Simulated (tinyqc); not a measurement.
## Trap density from one capacitance

Question. Traps spread evenly through the insulator exchange electrons with the semiconductor by tunnelling, with tau(x) = t0 exp(2 ka x) at depth x from the interface. The admittance per area Y seen at depth x obeys dY/dx = -Y^2/(i w eps0 eox) + q Nb ln(1 + i w tau)/tau, with Y(0) = i w Cs and w = 2 pi f; the gate sees Y(tox) = G + i w C. Working variable y = Y/(i w), in uF/cm^2. Cox = eps0 eox/tox. Find Nb and G/w.

Values chosen for this exercise: relative permittivity of the insulator eox = 19.1; insulator thickness tox = 6.7 nm; semiconductor capacitance in accumulation Cs = 1.4 uF/cm^2; decay constant of the wave function in the insulator ka = 6.3 1/nm; time constant of a trap at the interface t0 = 2e-10 s; frequency f = 10000 Hz.

Constants: q = 1.602176634e-19 C, eps0 = 8.8541878128e-14 F/cm where lengths are in cm. Results are converted to the units shown.

C = 1.1181385 uF/cm^2

Solution. C rises steadily with Nb, so one density matches; in practice ka and t0 must come from the frequency dependence.

Nb = 3.500e19 cm^-3 eV^-1
G/w = 0.02703 uF/cm^2

tinyqc, about 0.5 s, one thread, Intel Xeon 2.30GHz (shared host): `OMP_NUM_THREADS=1 python tinyqc.py 2202025 2202026 out.jsonl`
